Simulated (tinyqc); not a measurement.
# Hot electrons in a saturated n-channel MOSFET, lucky-electron model, step by step

tinyqc, about 0.01 s, one thread, Intel Xeon 2.30GHz (shared host): `OMP_NUM_THREADS=1 python tinyqc.py 2550070 2550071 out.jsonl` Printed values are rounded.

Beyond pinch-off the lateral field grows as Esat cosh(y/l) over the velocity-saturated region (pseudo-two-dimensional model). Impact ionisation in this region gives the substrate current, which biases the body forward through Rsub. Currents are per width. Local-field laws: they overstate ionisation when the field peak is narrower than an energy relaxation length.

Inputs (values chosen for the exercise); values close to those of silicon n-channel devices:
```
symbol,value,unit,meaning
L,0.8,um,channel length
tox,15,nm,oxide thickness
xj,260,nm,junction depth
VT,0.68,V,threshold
mu,400,cm^2/(V s),effective mobility
vs,7.7e6,cm/s,saturation velocity
Ai,2e6,1/cm,ionisation prefactor
Bi,1.85,MV/cm,ionisation field
Rd,700,ohm um,resistance of the lightly doped drain
Rsub,3400,ohm um,substrate resistance
kb,0.28,,fall of VT per volt of forward body bias
lm,8.3,nm,hot-electron mean free path
pb,3.2,V,oxide barrier
Cg,0.0012,,prefactor of the gate current
m,2.9,,lifetime exponent
Hl,2700,s uA/um,lifetime constant
Vd,4.2,V,drain voltage
Vg,2.1,V,gate voltage
```

Constants: eps0 = 8.8541878128e-14 F/cm where lengths are in cm. Results are converted to the units shown.

## Length and field scales

Cox = 3.9 eps0/tox, l = sqrt(3 tox xj), Esat = 2 vs/mu.

Cox = 0.230209 uF/cm^2
l = 108.167 nm
Esat = 0.0385 MV/cm
Esat L = 3.08 V

## Iteration 1: body bias from the substrate current

Vb at the start = 0 V

Cox = 3.9 eps0/tox. Overdrive g = Vg - VT + kb Vb; Vdsat = g Esat L/(g + Esat L); Id = Cox vs (g - Vdsat); dV = Vd - Id Rd - Vdsat; Em = sqrt((dV/l)^2 + Esat^2); Isub = Id (Ai/Bi) l Em exp(-Bi/Em). Vb(new) = Rsub Isub.

Vdsat = 0.971911 V
Id = 79.4286 uA/um
dV = 3.17249 V
Em = 0.295813 MV/cm
Isub = 0.528307 uA/um
Vb after iteration 1 = 0.00179625 V

## Iteration 2: body bias from the substrate current

As before.

Vdsat = 0.972147 V
Id = 79.4760 uA/um
dV = 3.17222 V
Em = 0.295788 MV/cm
Isub = 0.528303 uA/um
Vb after iteration 2 = 0.00179623 V

## Course of the iteration: body bias from the substrate current

Stop when Vb changes by less than 1e-9 V, or after 60 iterations.

Course of the iteration:

| iteration | Vb (V) | \|change\| (V) |
|---|---|---|
| 1 | 0.00179625 | 1.80e-3 |
| 2 | 0.00179623 | 1.38e-8 |
| 3 | 0.00179623 | 1.07e-13 |

Converged in 3 iterations. The change falls from 0.0018 in the first iteration to below the tolerance in the last.

## Gate current, lifetime and channel shortening

Id = 79.4760 uA/um
dV = 3.17222 V
Em = 0.295788 MV/cm
Isub = 0.528303 uA/um

Ig = Cg Id exp(-pb/(lm Em)); lifetime tau = (Hl/Id)(Isub/Id)^(-m); length of the saturated region dL = l ln[(dV/l + Em)/Esat]. 1 year = 3.15576e7 s.

Isub/Id = 0.00664733
Ig = 0.208280 pA/um
tau = 2.21997 years
dL = 295.064 nm

The lifetime misses ten years. Integrating Ai exp(-Bi/E) over the cosh profile gives Isub/Id = 0.00589, so the closed form is 13 % above it.
